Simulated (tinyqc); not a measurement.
# Schottky barrier on an n-type semiconductor, non-linear Poisson equation by Newton steps: effects of single changes

One dimension, metal at x = 0, donor density C(x) = Nd, uniform. Energies are counted from the electron Fermi level of the semiconductor and the conduction-band edge is Ec = -psi, so n = Nc exp(psi/Vt); holes follow the Fermi level of the metal, at -V, so p = Nv exp((V - psi - Eg)/Vt). Ends: psi(0) = V - phiB and psi = Vt ln(Nd/Nc) deep inside. Boltzmann statistics, full ionisation, no current, no image force in the Poisson equation.

Values chosen for this exercise; band and dielectric values those of a made-up semiconductor:
- T = 450 K (temperature)
- Eg = 1.7 eV (band gap)
- eps_r = 11.2 (relative permittivity)
- Nc = 4.12e19 cm^-3 (conduction-band density of states at T)
- Nv = 2.7e19 cm^-3 (valence-band density of states at T)
- Nd = 3.6e15 cm^-3 (donor density deep in the semiconductor)
- phiB = 1.21 eV (barrier height)
- V = -2.2 V (bias of the metal against the semiconductor)

Constants: q = 1.602176634e-19 C, kB = 1.380649e-23 J/K, Vt = kB T/q, eps0 = 8.8541878128e-14 F/cm where lengths are in cm. Results are converted to the units shown.

Each table varies one quantity; the others keep the values above.

## Capacitance-voltage profiling

The Poisson equation d/dx(eps0 eps_r dpsi/dx) = -q (p - n + C) is solved on a mesh of about 1000 nodes or more that ends in neutral material. C_s = q d/dV of the integral of n over x, from the linearised equation. Probed depth w = eps0 eps_r/C_s; apparent doping N_app = C_s^3/(q eps0 eps_r dC_s/dV), the derivative by central differences over +/- 0.02 V.

The same in every row: true C(w) (cm^-3) = 3.600e15.

Capacitance-voltage profiling:
```
V (V)	C_s (nF/cm^2)	w (nm)	N_app (cm^-3)	|E_0| (kV/cm)
0	18.80	527.4	3.598e15	30.69
-0.38	15.51	639.4	3.599e15	37.20
-0.75	13.55	732.1	3.600e15	42.60
-1.12	12.18	814.4	3.600e15	47.38
-1.5	11.13	891.0	3.600e15	51.84
-1.88	10.31	961.6	3.600e15	55.94
-2.25	9.669	1026	3.600e15	59.66
-2.62	9.133	1086	3.600e15	63.16
-3	8.665	1144	3.600e15	66.57
```

Read the table: what changes, and by how much?

C_s falls from 18.8 to 8.67 nF/cm^2 while the probed depth goes from 527 to 1140 nm. The apparent doping stays near 3.60e15 cm^-3. It departs most from the true doping at that depth for V = 0 V, where it is 0.050 % below it; so the doping is read well over the depths probed, the small gap being the error of the finite difference in V.

## Effect of the donor density deep in the semiconductor

First integral for uniform doping: E_0^2 = (2 q/(eps0 eps_r)) [Nd (U - Vt + Vt exp(-U/Vt)) + Vt p_0], U = Vbi - V, Vbi = phiB - Vt ln(Nc/Nd), p_0 = Nv exp((phiB - Eg)/Vt) (deep holes neglected). Image-force lowering dphi = sqrt(q E_0/(4 pi eps0 eps_r)), at x_m = sqrt(q/(16 pi eps0 eps_r E_0)). W = sqrt(2 eps0 eps_r U/(q Nd)).

Results:
```
Nd (cm^-3)	Vbi (V)	W (nm)	E_0 (kV/cm)	dphi (mV)	exp(dphi/Vt)	p_0/Nd
1e15	0.7979	1926	30.94	19.94	1.673	0.08782
3.6e15	0.8476	1024	59.17	27.58	2.037	0.02440
1.3e16	0.8974	543.1	113.4	38.18	2.676	0.006756
4.8e16	0.9481	284.9	219.6	53.14	3.936	0.001830
1.7e17	0.9971	152.6	416.5	73.18	6.600	5.166e-4
6.3e17	1.048	79.89	808.3	101.9	13.86	1.394e-4
8.2e18	1.147	22.48	2961	195.1	153.1	1.071e-5
```

Estimate the missing row, Nd = 2.3e18 cm^-3.

Computed row:
```
Nd (cm^-3)	Vbi (V)	W (nm)	E_0 (kV/cm)	dphi (mV)	exp(dphi/Vt)	p_0/Nd
2.3e18	1.098	42.13	1556	141.5	38.39	3.818e-5
```

With this row back in the table: As Nd goes from 1e15 to 8.2e18, the surface field rises from 30.9 to 2960 kV/cm, the lowering rises from 19.9 to 195 mV and W falls from 1930 to 22.5 nm. Over the table the lowering goes as Nd^(0.25); the depletion formulas give 1/4 at fixed Vbi. For Nd = 6.3e17, 2.3e18, 8.2e18 the field exceeds 600 kV/cm, where tunnelling through the top of the barrier adds to any current.

Computed by the program tinyqc: `OMP_NUM_THREADS=1 python tinyqc.py 2020103 2020104 out.jsonl`, one thread of a shared Intel Xeon 2.30GHz, about 0.04 s for the whole run.
